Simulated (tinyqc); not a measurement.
Shallow acceptor in the spherical model (Baldereschi-Lipari), strong spin-orbit limit: one step, computed by the program tinyqc.

The 1S(3/2) state has an s envelope f(r) and a d envelope g(r). In effective units they obey -(f'' + 2f'/r + 2f/r) + mu (g'' + 5g'/r + 3g/r^2) = E f and -(g'' + 2g'/r - 6g/r^2 + 2g/r) + mu (f'' - f'/r) = E g. The cubic term, the split-off band and the central cell are left out.

Question. Matrices in a small basis. zeta_i = zeta_1 beta^(i-1), i = 1..n, in both channels. Basis: f_i = exp(-zeta_i r), g_i = r exp(-zeta_i r), weight r^2 dr, s = zeta_i + zeta_j. S_ff = 2/s^3, H_ff = zeta_i zeta_j S_ff - 2/s^2; S_gg = 24/s^5, H_gg = 8/s^3 + 24 zeta_i zeta_j/s^5 - 12/s^4; H(f_i, g_j) = mu (6 zeta_i^2/s^4 + 2 zeta_i/s^3); S_fg = 0. Each function is normalised by sqrt(S_ii).

Inputs (values chosen for the exercise, for a model semiconductor): functions per channel n = 2; smallest exponent zeta_1 = 1.1 1/a*; ratio beta of exponents = 2.6.

mu = 0.276875

Give: H; S.

Answer.

H (Ry*), lower triangle (symmetric):
```
,f1,f2,g1,g2
f1,-0.99
f2,-0.58515,2.4596
g1,0.48356,1.1448,1.7233
g2,0.66277,3.2689,3.6880,16.226
```

S, lower triangle (symmetric):
```
,f1,f2,g1,g2
f1,1.0000
f2,0.7189,1.0000
g1,0.0000,0.0000,1.0000
g2,0.0000,0.0000,0.5769,1.0000
```
